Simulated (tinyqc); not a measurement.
# Input admittance of a MOSFET at zero drain bias: distributed channel and distributed gate: effects of single changes

Source and drain grounded, strong inversion, w = 2 pi f, Cox = eps0 eox/tox. The channel is an RC line of resistance 1/(mu Cox Vo) per square fed from both ends, so one finger has the intrinsic admittance y = i w Cox L tanh(g)/g per width, g = (1/2) sqrt(i w tau), tau = L^2/(mu Vo). The vertical resistance rv/L is in series with y, the overlaps 2 i w Cov in parallel: y_t = 1/(1/y + rv/L) + 2 i w Cov. The gate strip is a line of Rsh/L per length loaded by y_t, so a finger has Y = y_t Wf tanh(k)/k, k = (Wf/sd) sqrt(y_t Rsh/L); the device has Nf Y.

Parameters, values chosen for the exercise; values of the order met in silicon radio-frequency transistors: relative permittivity of the gate insulator (close to hafnium oxide) eox = 22.1; insulator thickness tox = 13 nm; channel length L = 0.13 um; finger width Wf = 5.9 um; number of fingers Nf = 1; channel mobility mu = 340 cm^2/(V s); gate overdrive Vo = 0.59 V; sheet resistance of the gate Rsh = 30 ohm/square; vertical resistivity of the gate stack rv = 6.4 ohm um^2; number of ends at which a finger is contacted sd = 1; overlap and fringe capacitance on each side Cov = 0.31 fF/um; frequency f = 13 GHz.

Constants: eps0 = 8.8541878128e-14 F/cm where lengths are in cm. Results are converted to the units shown.

Each table varies one quantity; the others keep the values above.

## Input impedance against frequency

Low-frequency limits, with c = Cox L and ct = c + 2 Cov: R_strip = Rsh Wf/(3 sd^2 L Nf), R_ch = (c/ct)^2 L/(12 mu Cox Vo Wf Nf), R_vert = (c/ct)^2 rv/(L Wf Nf), C = ct Wf Nf. Z = 1/(Nf Y) = R + 1/(i w C), Q = |Im Z|/R, far-point signal |1/cosh k|.

The same in every row: low-frequency R (ohm) = 462.2.

Results:

| f (GHz) | w tau | \|k\| | R (ohm) | C (fF) | Q | signal at the far point |
|---|---|---|---|---|---|---|
| 0.1 | 5.293e-4 | 0.1140 | 462.2 | 15.20 | 226.5 | 1.000 |
| 0.3 | 0.001588 | 0.1975 | 462.2 | 15.20 | 75.51 | 0.9999 |
| 0.9 | 0.004764 | 0.3421 | 462.1 | 15.20 | 25.18 | 0.9988 |
| 2 | 0.01059 | 0.5100 | 462.0 | 15.18 | 11.35 | 0.9942 |
| 6 | 0.03176 | 0.8834 | 460.3 | 15.00 | 3.841 | 0.9511 |
| 40 | 0.2117 | 2.280 | 398.6 | 10.35 | 0.9642 | 0.4042 |
| 100 | 0.5293 | 3.597 | 281.1 | 6.253 | 0.9055 | 0.1424 |
| 300 | 1.588 | 6.103 | 174.6 | 3.821 | 0.7949 | 0.01683 |

Estimate the missing row, f = 20 GHz.

Computed row:

| f (GHz) | w tau | \|k\| | R (ohm) | C (fF) | Q | signal at the far point |
|---|---|---|---|---|---|---|
| 20 | 0.1059 | 1.613 | 442.9 | 13.33 | 1.348 | 0.6748 |

With this row back in the table: R falls from 462 to 175 ohm and C falls from 15.2 to 3.82 fF. Q goes as f^(-1.00) between the first two rows and f^(-0.12) between the last two, where w tau = 1.59 and |k| = 6.10. The low-frequency limits hold both R and C within 5 % up to f = 6 GHz among the rows.

## Effect of the gate overdrive

Same model as above.

Results:

| Vo (V) | w tau | \|k\| | R (ohm) | low-frequency R (ohm) | C (fF) | Q | signal at the far point |
|---|---|---|---|---|---|---|---|
| 0.2 | 0.20300 | 1.3001 | 460.12 | 469.00 | 14.321 | 1.8580 | 0.81261 |
| 0.5 | 0.081201 | 1.3002 | 454.27 | 462.80 | 14.320 | 1.8820 | 0.81643 |
| 0.65 | 0.062462 | 1.3002 | 453.37 | 461.84 | 14.320 | 1.8858 | 0.81703 |
| 0.8 | 0.050751 | 1.3002 | 452.81 | 461.24 | 14.320 | 1.8881 | 0.81740 |
| 0.95 | 0.042737 | 1.3003 | 452.42 | 460.84 | 14.319 | 1.8898 | 0.81766 |
| 1.1 | 0.036910 | 1.3003 | 452.14 | 460.54 | 14.319 | 1.8909 | 0.81784 |
| 1.25 | 0.032480 | 1.3003 | 451.93 | 460.31 | 14.319 | 1.8918 | 0.81799 |

Estimate the missing row, Vo = 0.35 V.

Computed row:

| Vo (V) | w tau | \|k\| | R (ohm) | low-frequency R (ohm) | C (fF) | Q | signal at the far point |
|---|---|---|---|---|---|---|---|
| 0.35 | 0.11600 | 1.3002 | 455.94 | 464.57 | 14.320 | 1.8751 | 0.81533 |

With this row back in the table: As Vo goes from 0.2 to 1.25, R falls from 460 to 452 ohm, C stays near 14.3 fF and Q rises from 1.86 to 1.89. Only the channel term depends on Vo.

tinyqc, about 0.01 s, one thread, Intel Xeon 2.30GHz (shared host): `OMP_NUM_THREADS=1 python tinyqc.py 2262116 2262117 out.jsonl`
